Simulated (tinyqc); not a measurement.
Worked calculation: empirical pseudopotential in a few plane waves. One step of it, computed by the program tinyqc.

Problem. Bloch Hamiltonian at k. Basis: the 15 shortest G (labels in 2 pi/a), the same at every k. H(G,G') = c |k + G|^2 delta + VS(|G-G'|^2) cos((G-G').tau) + i VA sin((G-G').tau), tau = a/8 (1,1,1); 1 Ry = 13.605693 eV.

Parameters chosen for this model: fcc lattice, atoms at +/- a/8 (1,1,1); form factors in rydberg at |G|^2 in units of (2 pi/a)^2:

| parameter | value | unit |
|---|---|---|
| a | 5.790000 | angstrom |
| VS(3) | -0.225000 | Ry |
| VS(8) | 0.004000 | Ry |
| VS(11) | 0.077000 | Ry |
| VA(3) | 0.066000 | Ry |
| VA(4) | 0.028000 | Ry |
| VA(11) | 0.018000 | Ry |
| hbar^2/2m (2 pi/a)^2 | 4.486685 | eV |

k point k (2 pi / a): -0.390000  0.500000  0.040000

Give: H(k) at k.

Solution.

H(k) at k (eV), lower triangle (Hermitian):
```
                 +0+0+0           -1-1-1           -1-1+1           -1+1-1
+0+0+0           1.8113
-1-1-1   2.1647-0.6350i          13.9253
-1-1+1  -2.1647-0.6350i   0.0000+0.3810i          14.6432
-1+1-1  -2.1647-0.6350i   0.0000+0.3810i           0.0544          22.8987
-1+1+1  -2.1647+0.6350i          -0.0544   0.0000+0.3810i   0.0000+0.3810i
+1-1-1  -2.1647-0.6350i   0.0000+0.3810i           0.0544           0.0544
+1-1+1  -2.1647+0.6350i          -0.0544   0.0000+0.3810i           0.0000
+1+1-1  -2.1647+0.6350i          -0.0544           0.0000   0.0000+0.3810i
+1+1+1   2.1647+0.6350i           0.0000          -0.0544          -0.0544
-2+0+0   0.0000-0.3810i  -2.1647+0.6350i  -2.1647-0.6350i  -2.1647-0.6350i
+0-2+0   0.0000-0.3810i  -2.1647+0.6350i  -2.1647-0.6350i   0.7408-0.1732i
+0+0-2   0.0000-0.3810i  -2.1647+0.6350i   0.7408-0.1732i  -2.1647-0.6350i
+0+0+2   0.0000+0.3810i  -0.7408-0.1732i   2.1647+0.6350i  -0.7408+0.1732i
+0+2+0   0.0000+0.3810i  -0.7408-0.1732i  -0.7408+0.1732i   2.1647+0.6350i
+2+0+0   0.0000+0.3810i  -0.7408-0.1732i  -0.7408+0.1732i  -0.7408+0.1732i

                 -1+1+1           +1-1-1           +1-1+1           +1+1-1
-1+1+1          23.6166
+1-1-1           0.0000           6.9261
+1-1+1           0.0544   0.0000+0.3810i           7.6440
+1+1-1           0.0544   0.0000+0.3810i           0.0544          15.8995
+1+1+1   0.0000+0.3810i          -0.0544   0.0000+0.3810i   0.0000+0.3810i
-2+0+0   2.1647-0.6350i   0.7408-0.1732i  -0.7408-0.1732i  -0.7408-0.1732i
+0-2+0  -0.7408-0.1732i  -2.1647-0.6350i   2.1647-0.6350i  -0.7408-0.1732i
+0+0-2  -0.7408-0.1732i  -2.1647-0.6350i  -0.7408-0.1732i   2.1647-0.6350i
+0+0+2  -2.1647+0.6350i  -0.7408+0.1732i  -2.1647+0.6350i   0.7408+0.1732i
+0+2+0  -2.1647+0.6350i  -0.7408+0.1732i   0.7408+0.1732i  -2.1647+0.6350i
+2+0+0   0.7408+0.1732i   2.1647+0.6350i  -2.1647+0.6350i  -2.1647+0.6350i

                 +1+1+1   -2+0+0   +0-2+0   +0+0-2
+1+1+1          16.6173
-2+0+0  -0.7408+0.1732i  26.7572
+0-2+0  -0.7408+0.1732i   0.0544  10.7846
+0+0-2  -0.7408+0.1732i   0.0544   0.0544  19.0401
+0+0+2  -2.1647-0.6350i  -0.0544  -0.0544   0.0000
+0+2+0  -2.1647-0.6350i  -0.0544   0.0000  -0.0544
+2+0+0  -2.1647-0.6350i   0.0000  -0.0544  -0.0544

         +0+0+2   +0+2+0   +2+0+0
+0+0+2  20.4759
+0+2+0   0.0544  28.7314
+2+0+0   0.0544   0.0544  12.7588
```
